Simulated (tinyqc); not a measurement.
Worked calculation: tight binding, honeycomb lattice. One step of it, computed by the program tinyqc.

Question. Levels at k. Diagonalise the Hermitian matrix.

H(k) at k (eV):
```
                     A                    B
A             1.240000  -2.812663+0.355322i
B  -2.812663-0.355322i            -1.240000
```

Give: eigenvalues; weights |c|^2 of the basis functions.

Answer.

eigenvalues (eV): -3.094  3.094

weights |c|^2 of the basis functions:
```
   band 1  band 2
A   0.300   0.700
B   0.700   0.300
```
